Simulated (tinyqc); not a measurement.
Ways to converge the cycle: SCF convergence aids in the cc-pvdz basis, for H2, spin multiplicity 3. Computed by the program tinyqc with PySCF. 

Geometry (angstrom):
```
atom       x       y       z
H     0.0000  0.0000  0.0000
H     0.0000  0.0000  1.4040
```

lowest solution found by these runs and by PySCF with stability checks = -0.950982 hartree

UHF with one setting changed at a time; a run stops when the energy changes by less than 1e-09 hartree and the error matrix is below 1e-5. The start is the Wolfsberg-Helmholz matrix. Damping d keeps d of the old density; a shift (hartree) raises the virtual levels; DIIS n extrapolates F over n matrices.

Largest element of the error matrix X^T (FDS - SDF) X:
```
iteration    plain  damping 0.3  damping 0.6  shift 0.4   DIIS 3   DIIS 8
1          2.1e-01      2.1e-01      2.1e-01    2.1e-01  2.1e-01  2.1e-01
2          4.1e-02      9.3e-02      1.4e-01    6.7e-02  4.1e-02  4.1e-02
3          1.0e-02      4.1e-02      9.8e-02    2.8e-02  4.4e-03  4.4e-03
4          3.0e-03      1.8e-02      6.6e-02    1.4e-02  6.3e-04  6.3e-04
5          8.9e-04      8.2e-03      4.5e-02    7.0e-03  1.1e-04  1.0e-04
6          2.9e-04      3.8e-03      3.1e-02    3.5e-03  5.6e-06  5.1e-06
8          4.2e-05      9.8e-04      1.4e-02    8.5e-04        -        -
10         5.7e-06      2.6e-04      6.8e-03    2.2e-04        -        -
14               -      2.2e-05      1.6e-03    2.1e-05        -        -
20               -            -      2.1e-04          -        -        -
30               -            -      9.0e-06          -        -        -
```

How each run ends:
```
run          iterations  E (hartree)         state
plain                11     -0.95098  lowest found
damping 0.3          19     -0.95098  lowest found
damping 0.6          38     -0.95098  lowest found
shift 0.4            16     -0.95098  lowest found
DIIS 3                7     -0.95098  lowest found
DIIS 8                7     -0.95098  lowest found
```

6 of 6 runs reach the lowest solution found, in 7 to 38 iterations (fastest: DIIS 3, DIIS 8). Plain steps already contract here, so damping only slows them. DIIS 3 and DIIS 8 gain by cancelling the error over several earlier matrices, much as a quasi-Newton step does.
